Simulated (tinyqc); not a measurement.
Schottky barrier with interface states (Cowley-Sze model), image lowering and contact resistance. Changing the temperature T. Computed by tinyqc, a small Python program. Command: `OMP_NUM_THREADS=1 python tinyqc.py 3007822 3007823 out.jsonl pinning sweep`. One thread of a shared host (Intel(R) Xeon(R) Processor @ 2.30GHz), about 0.01 s of CPU time with the checks.

An n-type semiconductor under a metal. The barrier lies between the Schottky-Mott limit phi_M - chi and the Bardeen limit E_g - E_n, E_n being the neutrality level of the interface states; the space-charge term of the full Cowley-Sze expression is left out.

Inputs (values chosen for the exercise, with gap, mass and screening modelled on GaSb):
```
quantity                                       value         unit
gap E_g                                        0.742           eV
electron affinity chi                           3.98           eV
metal work function phi_M                       4.21           eV
neutrality level E_n above the valence band     0.19           eV
interface-state density D                    4.3e+14  cm^-2 eV^-1
dipole layer thickness delta                    0.31           nm
dipole layer constant eps_i                        4            -
dielectric constant eps_s                       15.2            -
electron mass m_e                             0.0401          m_0
valleys M_c                                        1            -
donor density N                              1.2e+17        cm^-3
reverse bias V_r                                0.76            V
```

Pinning factor from: interface states.

Constants: e = 1.602176634e-19 C; eps_0 = 8.8541878128e-12 F/m; k_B = 8.617333262e-05 eV/K; m_0 = 9.1093837015e-31 kg; k_B = 1.380649e-23 J/K; h = 6.62607015e-34 J s; hbar = 1.054571817e-34 J s.

Method:
- S = 1/(1 + e^2 D delta/(eps_i eps_0)); for D per eV, e^2 D is the number e x D in SI units, with 1 cm^-2 = 1e4 m^-2.
- phi_B = S (phi_M - chi) + (1 - S)(E_g - E_n); the hole barrier is E_g - phi_B.
- N_c = 2 M_c (2 pi m_e k_B T/h^2)^(3/2); xi = E_c - E_F solves N = N_c F_1/2(-xi/k_B T) (bisection; full ionisation).
- F_1/2(eta) = (2/sqrt(pi)) int_0^infinity sqrt(x)/(1 + exp(x - eta)) dx, by the trapezoid rule in t = sqrt(x) with step 0.02 up to t = 12 (for eta < -12 by exp(eta) - exp(2 eta)/2^(3/2)).
- V_bi = phi_B - xi; W = sqrt(2 eps_s eps_0 (V_bi + V_r - k_B T/e)/(e N)); field at the metal E_m = e N W/(eps_s eps_0); image lowering sqrt(e E_m/(4 pi eps_s eps_0)).
- A* = 4 pi e m_e M_c k_B^2/h^3 (a simple valley count); J_s = A* T^2 exp(-phi/k_B T).
- J_0 uses phi_B; the reverse current uses phi_B less the image lowering, times 1 - exp(-V_r/k_B T).
- E_00 = (e hbar/2) sqrt(N/(m_e eps_s eps_0)), E_0 = E_00 coth(E_00/k_B T); scaling form of the contact resistivity rho_c = (k_B/(e A* T)) exp(phi_B/E_0), which is the thermionic result when E_00 << k_B T and keeps only the leading exponential of tunnelling when E_00 >> k_B T; image lowering is left out of it.

One run for each value:
```
temperature T (K)  J_0 (A/cm^2)  contact resistivity rho_c (ohm cm^2)  E_00/k_B T
200                   3.384e-08                             6.559e+04      0.4780
250                   1.881e-05                             3.882e+02      0.3824
300                   1.360e-03                             1.006e+01      0.3187
350                   3.035e-02                             6.626e-01      0.2731
400                   3.230e-01                             8.118e-02      0.2390
450                   2.090e+00                             1.530e-02      0.2124
500                   9.520e+00                             3.930e-03      0.1912
```

What does the table show, and why?

Over the rows, J_0 (A/cm^2) rises from 3.38e-8 to 9.52 (exponent d ln y / d ln x 28 between the first rows and 14 between the last); contact resistivity rho_c (ohm cm^2) falls from 65600 to 0.00393 (exponent d ln y / d ln x -23 between the first rows and -13 between the last); E_00/k_B T falls from 0.478 to 0.191 (exponent d ln y / d ln x about -1.00 throughout). A Richardson plot, ln(J_0/T^2) against 1/(k_B T), has slope -0.5062 eV, minus the barrier.

Caution (all rows): the field is near breakdown. Caution (rows 200, 250): the semiconductor is degenerate: the k_B T/e term in W and the parabolic band are then rough. Caution (rows 200, 250, 300): E_00 = (e hbar/2) sqrt(N/(m_e eps_s eps_0)) is above 0.3 k_B T, so tunnelling through the barrier adds to the thermionic currents, most of all under reverse bias.
